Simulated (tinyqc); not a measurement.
## Density of surface states from the Kelvin-probe reading

Inverse problem. n-type bulk, xi = Ec - EF = Vt ln(Nc/Nd), p0 = ni^2/Nd, ni = sqrt(Nc Nv) exp(-Eg/(2 Vt)), Eg in volts. b is the upward band bending, u = b/Vt. Space charge per area, in units of q: Qc = sign(b) sqrt((2 eps0 eps_r Vt/q) [(Nd + dn)(exp(-u) - 1) + Nd u + (p0 + dn)(exp(u) - 1)]), with dn the excess density under light (flat quasi-Fermi levels; 0 in the dark). The states hold -Ds (E0 - xi - b): negative while the Fermi level lies above the neutrality level. Neutrality: Qc + Qf + (charge of the states) = 0. Work function chi + xi + b; contact potential difference CPD = (work function of the sample) - pt. Find b, Qc and Ds.

Inputs (values chosen for the exercise); band and dielectric values those of a made-up semiconductor: temperature T = 300 K; band gap Eg = 1.47 eV; relative permittivity eps_r = 11.2; conduction-band density of states at T Nc = 4.69e17 cm^-3; valence-band density of states at T Nv = 8.85e18 cm^-3; electron affinity chi = 5.39 eV; donor density Nd = 2.7e16 cm^-3; fixed positive charge at the surface Qf = 0 cm^-2; work function of the probe tip pt = 4.59 eV; depth of their neutrality level below the conduction edge E0 = 0.63 eV.

Constants: q = 1.602176634e-19 C, kB = 1.380649e-23 J/K, Vt = kB T/q, eps0 = 8.8541878128e-14 F/cm where lengths are in cm. Results are converted to the units shown.

CPD = 1084.6403 mV

Answer. The CPD gives b, b gives Qc, and neutrality gives Ds.

b = 0.211 V
Qc = 2.49e11 cm^-2
Ds = 7.20e11 cm^-2 eV^-1

Computed by the program tinyqc: `OMP_NUM_THREADS=1 python tinyqc.py 2430071 2430072 out.jsonl`, one thread of a shared Intel Xeon 2.30GHz, about 0.01 s for the whole run.
